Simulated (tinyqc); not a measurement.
Resistance of a source-drain extension with a graded tip: two steps of the calculation.

y runs along the channel, the gate covers y > 0. The doping is N0 for y < y0 and N0 10^(-(y - y0)/la) beyond, uniform over the depth xj. Sheet conductance s(y) = q mu(N) max(N - Nch, 0) xj + (for y > 0) ma Cox Vo, with mu(N) = u0 + (u1 - u0)/(1 + (N/Nr)^au) and Cox = eps0 eox/tox. Current is taken as one-dimensional; depletion of the tip, spreading and the contact are left out. The metallurgical junction lies at yj, where N = Nch.

Values chosen for this exercise; mobility law close to that of electrons in silicon:
- eox = 3.9 (relative permittivity of the gate insulator (close to silicon dioxide))
- tox = 1.7 nm (insulator thickness)
- N0 = 2.1e20 cm^-3 (active doping of the extension far from the gate)
- la = 5.8 nm/decade (lateral abruptness)
- y0 = 2.8 nm (position under the gate where the fall begins (gate edge at 0))
- xj = 28 nm (depth of the extension)
- Nch = 1.2e18 cm^-3 (channel doping)
- Vo = 0.64 V (gate overdrive)
- ma = 91 cm^2/(V s) (mobility of the gate-induced layer)
- u1 = 1414 cm^2/(V s) (mobility at low doping)
- u0 = 68.5 cm^2/(V s) (mobility at high doping)
- Nr = 9.2e16 cm^-3 (reference doping)
- au = 0.711 (exponent)
- Lg = 45 nm (gate length)

Constants: q = 1.602176634e-19 C, eps0 = 8.8541878128e-14 F/cm where lengths are in cm. Results are converted to the units shown.

Question 1. Sheet resistances and junction position. yj = y0 + la log10(N0/Nch); sheet resistance of the full extension 1/[q mu(N0)(N0 - Nch) xj] and of the gate-induced layer 1/(ma Cox Vo); metallurgical length Lg - 2 yj; ye is where the doped and the gate-induced conductances are equal.

Find: yj; sheet resistance of the extension; sheet resistance of the induced layer; metallurgical length; ye; N at ye.

Answer 1.

yj = 15.810 nm
sheet resistance of the extension = 144.29 ohm/square
sheet resistance of the induced layer = 8453.1 ohm/square
metallurgical length = 13.381 nm
ye = 13.811 nm
N at ye = 2.6537e18 cm^-3

The gate takes over 2.00 nm before the junction, where N is still 2.21 times the channel doping.

Question 2. Resistance of the overlapped part. Midpoint rule on 8 equal steps from 0 to yj: R_ov = sum h/s(y), per width.

Wanted: y; N; doped conductance; sheet resistance; R_ov.

Answer 2.

y, point 0 to 7 (nm): [0.98810, 2.9643, 4.9405, 6.9167, 8.8929, 10.869, 12.845, 14.822]
N, point 0 to 7 (cm^-3): [2.1000e20, 1.9674e20, 8.9777e19, 4.0968e19, 1.8695e19, 8.5309e18, 3.8929e18, 1.7764e18]
doped conductance, point 0 to 7 (uS): [6930.3, 6512.9, 3119.5, 1532.1, 773.60, 395.19, 188.74, 55.503]
sheet resistance, point 0 to 7 (ohm/square): [141.87, 150.80, 308.85, 605.91, 1121.2, 1947.5, 3256.9, 5753.6]
R_ov = 26.257 ohm um

Numbers from tinyqc (`OMP_NUM_THREADS=1 python tinyqc.py 2282132 2282133 out.jsonl`; about 0.04 s on one thread of a shared Intel Xeon 2.30GHz).
